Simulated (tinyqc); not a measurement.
Inside a calculation. Model: carrier lifetime of an n-type layer with SRH, radiative, Auger and surface recombination.

Numbers from tinyqc (`OMP_NUM_THREADS=1 python tinyqc.py 2300016 2300017 out.jsonl`; about 0.01 s on one thread of a shared Intel Xeon 2.30GHz). Printed values are rounded.

Uniform excess density dn = dp (no trapping), n = n0 + dn, p = p0 + dn, Boltzmann statistics, full ionisation. Surfaces enter as a rate 2 S dn/d, which holds while diffusion to them is fast.

Inputs (values chosen for the exercise); band and dielectric values close to those of silicon:
- T = 250 K (temperature)
- Eg = 1.13 eV (band gap)
- Nc = 2.16e19 cm^-3 (conduction-band density of states at T)
- Nv = 1.98e19 cm^-3 (valence-band density of states at T)
- B = 4.7e-15 cm^3/s (radiative coefficient)
- N = 7.8e16 cm^-3 (donor density)
- Cn = 3.7e-31 cm^6/s (Auger coefficient (two electrons))
- Cp = 1.7e-31 cm^6/s (Auger coefficient (two holes))
- Nt = 4.3e12 cm^-3 (trap density)
- sn = 6e-15 cm^2 (capture cross-section for electrons)
- sp = 2e-14 cm^2 (capture cross-section for holes)
- vth = 1.7e7 cm/s (thermal velocity (both carriers))
- Et = 0.52 eV (trap level below the conduction band)
- S = 6000 cm/s (surface recombination velocity (both faces))
- d = 1 um (sample thickness)
- G = 1.7e21 cm^-3 s^-1 (generation rate)

Constants: q = 1.602176634e-19 C, kB = 1.380649e-23 J/K, Vt = kB T/q. Results are converted to the units shown.

## Equilibrium densities and SRH constants

ni = sqrt(Nc Nv) exp(-Eg/(2 Vt)), Eg in volts; majority density N/2 + sqrt(N^2/4 + ni^2), n0 p0 = ni^2; n1 = Nc exp(-Et/Vt), p1 = Nv exp((Et - Eg)/Vt); tn0 = 1/(sn vth Nt), tp0 = 1/(sp vth Nt).

ni = 8.42676e7 cm^-3
n0 = 7.8e16 cm^-3
p0 = 0.0910389 cm^-3
n1 = 7.10747e8 cm^-3
p1 = 9.99094e6 cm^-3
tn0 = 2.27998e-6 s
tp0 = 6.83995e-7 s

## Starting value

dn = 7e11 cm^-3.

dn at the start = 7e11 cm^-3

## Iteration 1: new dn

With e = n p - ni^2 = dn (n0 + p0 + dn): U_SRH = e/(tp0 (n + n1) + tn0 (p + p1)), U_rad = B e, U_Aug = (Cn n + Cp p) e, U_s = 2 S dn/d. Newton step on ln U(ln dn) = ln G, U the sum: k = d ln U/d ln dn (central difference over factors 1.0001), dn(new) = dn (G/U)^(1/k).

U_SRH = 1.02337e18 cm^-3 s^-1
U_rad = 2.56622e14 cm^-3 s^-1
U_Aug = 1.57579e15 cm^-3 s^-1
U_s = 8.4e19 cm^-3 s^-1
k = 1.00000
dn after iteration 1 = 1.39959e13 cm^-3

## Iteration 2: new dn

As before.

U_SRH = 2.04497e19 cm^-3 s^-1
U_rad = 5.13180e15 cm^-3 s^-1
U_Aug = 3.15197e16 cm^-3 s^-1
U_s = 1.67950e21 cm^-3 s^-1
k = 0.999993
dn after iteration 2 = 1.39959e13 cm^-3

## Course of the iteration

Stop when the step is below 1e-10 of the value, or after 40 iterations.

Course of the iteration:
```
iteration  dn before the step (cm^-3)  step (cm^-3)
1                                7e11       1.33e13
2                          1.39959e13        8.05e7
3                          1.39959e13         < 1e1
```

Converged in 3 iterations.

## Lifetime, shares and quasi-Fermi splitting

converged dn = 1.39959e13 cm^-3

With e = n p - ni^2 = dn (n0 + p0 + dn): U_SRH = e/(tp0 (n + n1) + tn0 (p + p1)), U_rad = B e, U_Aug = (Cn n + Cp p) e, U_s = 2 S dn/d. tau = dn/U, shares of U, splitting Vt ln(n p/ni^2), radiative efficiency U_rad/U.

tau = 8.23291e-9 s
shares (%): SRH 1.2029, radiative 0.0003, Auger 0.0019, surface 98.7949
quasi-Fermi splitting = 0.703744 V

Surface recombination takes the largest share. dn is 1.8e-4 times the doping: low injection.
